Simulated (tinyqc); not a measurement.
Raising U: Hubbard chain of 5 sites, mean field against exact. Computed by the program tinyqc. 

one-body matrix (hopping and site energies) (eV):
```
         1        2        3        4        5
1   0.0000  -1.8700   0.0000   0.0000   0.0000
2  -1.8700   0.0000  -1.8700   0.0000   0.0000
3   0.0000  -1.8700   0.0000  -1.8700   0.0000
4   0.0000   0.0000  -1.8700   0.0000  -1.8700
5   0.0000   0.0000   0.0000  -1.8700   0.0000
```

electrons, up and down: 3  1

Collinear unrestricted mean field (the lowest of 40 random starts) against exact diagonalisation.

Exact and mean-field results (eV):

| U | U/t | E exact | E mean field | mean \|n_up - n_down\| | double occupancy, exact | first gap in the sector |
|---|---|---|---|---|---|---|
| 0.940 | 0.503 | -7.82642 | -7.80408 | 0.400 | 0.105 | 1.352 |
| 1.870 | 1.000 | -7.36403 | -7.27555 | 0.400 | 0.094 | 1.306 |
| 3.740 | 2.000 | -6.59054 | -6.24705 | 0.400 | 0.072 | 1.168 |
| 5.610 | 3.000 | -6.00134 | -5.27816 | 0.414 | 0.055 | 1.019 |
| 7.480 | 4.000 | -5.55692 | -4.59015 | 0.646 | 0.041 | 0.885 |
| 11.220 | 6.000 | -4.95923 | -3.92560 | 0.743 | 0.025 | 0.680 |
| 14.960 | 8.000 | -4.59110 | -3.60168 | 0.770 | 0.016 | 0.544 |
| 22.440 | 12.000 | -4.17584 | -3.34087 | 0.794 | 0.008 | 0.382 |
| 37.400 | 20.000 | -3.81403 | -3.21440 | 0.798 | 2.99e-03 | 0.236 |

In absolute terms mean field is worst at U/t = 6.0, 1.034 eV too high: at small U it is nearly exact, and at large U it still misses the motion of the hole through a fluctuating spin background. Relative to the exact energy its error is 0.3 % at the smallest U, 22 % at most and 16 % at the largest. The double occupancy falls from 0.105 to 0.003.
